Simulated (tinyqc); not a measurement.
# Ion implantation: universal nuclear stopping, Lindhard-Scharff electronic stopping and a Gaussian range profile, step by step

A worked calculation. Computed by tinyqc, a small Python program that keeps every step. Command: `OMP_NUM_THREADS=1 python tinyqc.py 3008462 3008463 out.jsonl implant walk`. One thread of a shared host (Intel(R) Xeon(R) Processor @ 2.30GHz), about 0.06 s of CPU time with the checks. Intermediate numbers are printed to about 7 digits and carried at full precision; extremes and crossings named in words are read from the listed rows.

An ion slows by elastic collisions with screened nuclei and by friction with electrons; channelling is ignored and the target is uniform.

Inputs (values chosen for the exercise, modelled on indium ions in germanium): ion atomic number Z1 = 49; ion mass M1 = 115 u; target atomic number Z2 = 32; target mass M2 = 72.63 u; target density N = 44.2 1/nm^3; ion energy E = 210 keV; scale factor of electronic stopping k = 1.1; dose Q = 1.3e+12 1/cm^2; background C_B = 1e+16 1/cm^3; displacement energy E_d = 15 eV; tilt angle = 45 degrees; screen thickness d = 3.8 nm.

Follow-up: tilt and screen oxide.

## Stopping at the entry energy

Reduced energy eps = 32.53 M2 E/(Z1 Z2 (M1 + M2)(Z1^0.23 + Z2^0.23)), E in keV; s_n = ln(1 + 1.1383 eps)/(2 (eps + 0.01321 eps^0.21226 + 0.19593 eps^0.5)) for eps up to 30 and ln(eps)/(2 eps) above; S_n = 8.462 Z1 Z2 M1 s_n/((M1 + M2)(Z1^0.23 + Z2^0.23)) in 1e-15 eV cm^2. S_e = k 3.83 Z1^(7/6) Z2/(Z1^(2/3) + Z2^(2/3))^(3/2) sqrt(E/M1) in 1e-15 eV cm^2, E in keV. dE/dx = N (S_n + S_e); 1e-15 eV cm^2 = 0.1 eV nm^2.

reduced energy eps = 0.3613725

s_n = 0.3517237

S_n = 612.9152 x 1e-15 eV cm^2

S_e = 150.1866 x 1e-15 eV cm^2

energy loss dE/dx = 3372.910 eV/nm

Nuclear stopping carries 80 % of the loss at entry.

## Range and straggle

Path length R = int_0^E dE'/(N (S_n + S_e)); energy lost to nuclei nu = int_0^E S_n/(S_n + S_e) dE' (both with E' = E y^3 and 64 Gauss-Legendre points in y). Estimates of Lindhard type: R_p = R/(1 + M2/(3 M1)), straggle dR_p = (2/3) R_p sqrt(M1 M2)/(M1 + M2).

path length R = 79.81644 nm

projected range R_p = 65.93557 nm

straggle dR_p = 21.41081 nm

energy lost to nuclei nu = 179.1610 keV

85 % of the energy goes to nuclei over the whole path.

## Gaussian profile

C(x) = C_p exp(-(x - R_p)^2/(2 dR_p^2)) with C_p = Q/(sqrt(2 pi) dR_p), 1 nm = 1e-7 cm; the profile falls to the background at x_j = R_p + dR_p sqrt(2 ln(C_p/C_B)); the peak atomic fraction is C_p/N.

peak concentration C_p = 2.422257e+17 1/cm^3

Depth x_j where C falls to C_B = 119.9934 nm

peak atomic fraction = 5.480220e-06

## Damage

Kinchin-Pease count with efficiency 0.8: N_d = 0.8 nu/(2 E_d), taking all of nu as damage energy (an upper estimate, as recoils also lose energy to electrons). Spread over a depth R_p + dR_p, displacements per atom = Q N_d/(N (R_p + dR_p)).

displacements per ion N_d = 4777.626

displacements per atom = 0.01608749

One displacement per atom would need a dose of 8.1e13 per cm^2 if no defects annealed.

## Tilt and screen

Depths scale with cos(tilt): R_p cos and dR_p cos (lateral straggle ignored); the screen stops like the target. Fraction in the substrate = (1/2) erfc((d - R_p cos)/(sqrt2 dR_p cos)); peak depth below the screen = R_p cos - d.

fraction in the substrate = 0.9976620

peak depth below the screen = 42.82349 nm

0.23 % of the dose does not reach the substrate.

## Nuclear against electronic stopping over energy

The formulas are those given above.

Stopping (1e-15 eV cm^2) and range:
```
E (keV)           eps       S_n       S_e    R (nm)       nu/E
1        1.720821e-03  128.4927   10.3639    3.9579  0.9212980
2        3.441643e-03  180.2589   14.6567    5.3101  0.9232566
5        8.604107e-03  268.8004   23.1743    8.0757  0.9229628
10       1.720821e-02  348.5873   32.7734   11.4142  0.9201093
20       3.441643e-02  433.5674   46.3486   16.6279  0.9143191
50       8.604107e-02  537.8601   73.2835   28.8889  0.9003696
100      1.720821e-01  593.8665  103.6386   46.0319  0.8827463
200      3.441643e-01  613.2914  146.5671   76.8454  0.8555476
500      8.604107e-01  563.9353  231.7429  163.3706  0.7953198
```

Nuclear stopping peaks near 200 keV among these rows (eps = 0.34; the universal curve peaks near 0.3). Nuclear stopping leads throughout. The path length grows as E^0.42 at the low end and E^0.82 at the high end; constant stopping would give E^1, and stopping that rises with E, be it nuclear (below its peak) or electronic, gives a lower exponent.

Checks made by the program: range against adaptive quadrature (relative difference 5e-06).
